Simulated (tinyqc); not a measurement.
Worked calculation: sp3 tight binding, zinc-blende lattice. Computed by tinyqc, a small Python program that keeps every step. Command: `OMP_NUM_THREADS=1 python tinyqc.py 30746 30747 out.jsonl` (the two numbers bound the seeds that draw the settings). One thread of a shared host (Intel(R) Xeon(R) Processor @ 2.60GHz), about 0.01 s of CPU time with the checks.

## Bloch Hamiltonian at k

Parameters chosen for this model: zinc-blende lattice, anion at 0, cation at a/4 (1,1,1); V = eta hbar^2 / (m d^2), hbar^2/m = 7.619964 eV angstrom^2:
```
parameter          value      unit
a               6.130000  angstrom
d               2.654368  angstrom
Es anion      -14.140000        eV
Ep anion       -6.820000        eV
Es cation     -12.530000        eV
Ep cation      -5.980000        eV
eta ss         -1.320000
eta sp          1.420000
eta pp sigma    2.220000
eta pp pi      -0.630000
V ss           -1.427594        eV
V sp            1.535745        eV
V pp sigma      2.400953        eV
V pp pi        -0.681352        eV
```

k point k (2 pi / a): 0.390000  0.540000  -0.700000

Slater-Koster rules over the four bonds with direction cosines (l, m, n): ss V_ss; s-px l V_sp; px-s -l V_sp; px-px l^2 V_pps + (1 - l^2) V_ppp; px-py l m (V_pps - V_ppp); each times exp(i k.d).

H(k) at k (eV):
```
                      a s                 a px                 a py                a pz
a s            -14.140000             0.000000             0.000000            0.000000
a px             0.000000            -6.820000             0.000000            0.000000
a py             0.000000             0.000000            -6.820000            0.000000
a pz             0.000000             0.000000             0.000000           -6.820000
c s   -1.402654+2.194537i  -1.939357+0.612270i  -1.201648+0.988151i  0.694485-1.709773i
c px   1.939357-0.612270i   0.340037-0.532009i  -0.804745+1.981227i  1.392430-1.145037i
c py   1.201648-0.988151i  -0.804745+1.981227i   0.340037-0.532009i  2.247261-0.709478i
c pz  -0.694485+1.709773i   1.392430-1.145037i   2.247261-0.709478i  0.340037-0.532009i

                      c s                 c px                 c py                 c pz
a s   -1.402654-2.194537i   1.939357+0.612270i   1.201648+0.988151i  -0.694485-1.709773i
a px  -1.939357-0.612270i   0.340037+0.532009i  -0.804745-1.981227i   1.392430+1.145037i
a py  -1.201648-0.988151i  -0.804745-1.981227i   0.340037+0.532009i   2.247261+0.709478i
a pz   0.694485+1.709773i   1.392430+1.145037i   2.247261+0.709478i   0.340037+0.532009i
c s            -12.530000             0.000000             0.000000             0.000000
c px             0.000000            -5.980000             0.000000             0.000000
c py             0.000000             0.000000            -5.980000             0.000000
c pz             0.000000             0.000000             0.000000            -5.980000
```

## Levels at k

Diagonalise the Hermitian matrix.

eigenvalues (eV): -16.832577  -13.151768  -9.776404  -9.372404  -6.513821  -3.789518  -3.403320  -2.230188

weights |c|^2 of the basis functions:
```
        band 1    band 2    band 3    band 4    band 5    band 6    band 7    band 8
a s   0.617301  0.194546  0.020455  0.000875  0.136726  0.015299  0.000721  0.014077
a px  0.008647  0.087374  0.175944  0.145954  0.165716  0.247530  0.036897  0.131938
a py  0.004043  0.073719  0.083622  0.361044  0.042684  0.005476  0.276683  0.152730
a pz  0.004574  0.087073  0.275058  0.062436  0.160996  0.144543  0.115442  0.149877
c s   0.325332  0.399644  0.030197  0.001287  0.216708  0.011752  0.000642  0.014438
c px  0.017960  0.052020  0.135465  0.109146  0.118394  0.354721  0.048879  0.163416
c py  0.009982  0.047378  0.076152  0.269188  0.034720  0.007903  0.365092  0.189585
c pz  0.012162  0.058246  0.203106  0.050070  0.124056  0.212775  0.155645  0.183940
```

## Bloch Hamiltonian at L

k point L (2 pi / a): 0.500000  0.500000  0.500000

As before.

H(k) at L (eV):
```
                      a s                 a px                 a py                 a pz
a s            -14.140000             0.000000             0.000000             0.000000
a px             0.000000            -6.820000             0.000000             0.000000
a py             0.000000             0.000000            -6.820000             0.000000
a pz             0.000000             0.000000             0.000000            -6.820000
c s   -2.018922-2.018922i   1.253930+1.253930i   1.253930+1.253930i   1.253930+1.253930i
c px  -1.253930-1.253930i   0.489436+0.489436i  -1.453012-1.453012i  -1.453012-1.453012i
c py  -1.253930-1.253930i  -1.453012-1.453012i   0.489436+0.489436i  -1.453012-1.453012i
c pz  -1.253930-1.253930i  -1.453012-1.453012i  -1.453012-1.453012i   0.489436+0.489436i

                      c s                 c px                 c py                 c pz
a s   -2.018922+2.018922i  -1.253930+1.253930i  -1.253930+1.253930i  -1.253930+1.253930i
a px   1.253930-1.253930i   0.489436-0.489436i  -1.453012+1.453012i  -1.453012+1.453012i
a py   1.253930-1.253930i  -1.453012+1.453012i   0.489436-0.489436i  -1.453012+1.453012i
a pz   1.253930-1.253930i  -1.453012+1.453012i  -1.453012+1.453012i   0.489436-0.489436i
c s            -12.530000             0.000000             0.000000             0.000000
c px             0.000000            -5.980000             0.000000             0.000000
c py             0.000000             0.000000            -5.980000             0.000000
c pz             0.000000             0.000000             0.000000            -5.980000
```

## Levels at L

As before.

eigenvalues (eV): -16.978541  -13.179798  -9.178958  -9.178958  -7.030895  -3.621042  -3.621042  -2.280767

## Bands along a path

The same steps at evenly spaced points between the labelled ones.

Bands along the path (eV):
```
k             band 1      band 2      band 3      band 4     band 5     band 6     band 7     band 8
L         -16.978541  -13.179798   -9.178958   -9.178958  -7.030895  -3.621042  -3.621042  -2.280767
L-G 0.33  -17.724210  -12.014982   -8.912997   -8.912997  -6.947943  -3.887003  -3.887003  -2.782864
L-G 0.67  -18.715495   -9.802793   -8.270892   -8.270892  -6.892883  -4.529108  -4.529108  -4.058829
G         -19.101837   -7.846644   -7.846644   -7.846644  -7.568163  -4.953356  -4.953356  -4.953356
G-X 0.33  -18.579647   -9.796721   -8.815817   -8.815817  -6.204767  -4.888864  -3.984183  -3.984183
G-X 0.67  -17.122082  -12.236299  -10.050064  -10.050064  -5.369451  -4.742168  -2.749936  -2.749936
X         -15.466027  -14.227994  -10.531145  -10.531145  -5.122006  -4.653973  -2.268855  -2.268855
X-W 0.33  -15.466027  -14.227994  -10.531145  -10.531145  -5.122006  -4.653973  -2.268855  -2.268855
X-W 0.67  -15.466027  -14.227994  -10.531145  -10.531145  -5.122006  -4.653973  -2.268855  -2.268855
W         -15.466027  -14.227994  -10.531145  -10.531145  -5.122006  -4.653973  -2.268855  -2.268855
```

With 4 band(s) filled, the highest filled level on these points lies at G and the lowest empty one at G: a gap of 0.2785 eV, direct.
